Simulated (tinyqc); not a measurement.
Metal-interlayer-semiconductor contact, depinning against tunnelling resistance: one step of the calculation.

Zero bias, n-type semiconductor. Gap states at the semiconductor surface thin out as exp(-be ti), which unpins the barrier; electrons must then cross the interlayer (a rectangular barrier, no voltage drop across it) and the parabolic depleted layer, both by WKB. Energies E are counted from the Fermi level; no image force, parabolic bands.

Problem. Exponents and integrand on an energy grid. With U = phiB - xi: for xi < E < phiB, y = (E - xi)/U and G1 = (U/E00) [sqrt(1 - y) - y ln((1 + sqrt(1 - y))/sqrt(y))], G1 = 0 above phiB; G2 = 2 ti sqrt(mi max(phiB + dE - E, 0)/C), C = hbar^2/(2 m0); f = 1/(1 + exp(E/Vt)); integrand exp(-G1 - G2) f.

Inputs (values chosen for the exercise); semiconductor values close to those of germanium; interlayer mass of the order of that in strontium titanate, offset chosen freely:
```
symbol,value,unit,meaning
T,300,K,temperature
ti,0.6,nm,interlayer thickness
dE,0.18,eV,conduction-band offset of the interlayer above the semiconductor
mi,0.61,m0,tunnelling mass in the interlayer
```

Constants: q = 1.602176634e-19 C, kB = 1.380649e-23 J/K, hbar = 1.054571817e-34 J s, m0 = 9.1093837015e-31 kg, Vt = kB T/q, hbar^2/(2 m0) = 0.0380998212 eV nm^2. Results are converted to the units shown.

E, point 0 to 12 (eV): [-0.07, -0.04167, -0.01333, 0.015, 0.04333, 0.07167, 0.1, 0.12833, 0.15667, 0.185, 0.21333, 0.24167, 0.27]
phiB = 0.27771015 eV
xi = -0.075296402 eV
E00 = 0.090927237 eV

Wanted: G1; G2; f; integrand.

Solution.

```
point     G1     G2         f  integrand (1e-3)
0      3.691  3.488    0.9375             0.715
1      3.011  3.393    0.8337             1.380
2      2.492  3.295    0.6261             1.920
3      2.054  3.195    0.3589             1.885
4      1.675  3.091    0.1576             1.343
5      1.340  2.983   0.05884             0.780
6      1.046  2.872   0.02047             0.407
7      0.787  2.756  0.006936             0.201
8      0.562  2.634  0.002328             0.095
9      0.369  2.507  7.795e-4             0.044
10     0.210  2.374  2.607e-4             0.020
11     0.086  2.232  8.711e-5             0.009
12     0.008  2.080  2.912e-5             0.004
```

Computed by the program tinyqc: `OMP_NUM_THREADS=1 python tinyqc.py 2270145 2270146 out.jsonl`, one thread of a shared Intel Xeon 2.30GHz, about 0.04 s for the whole run.
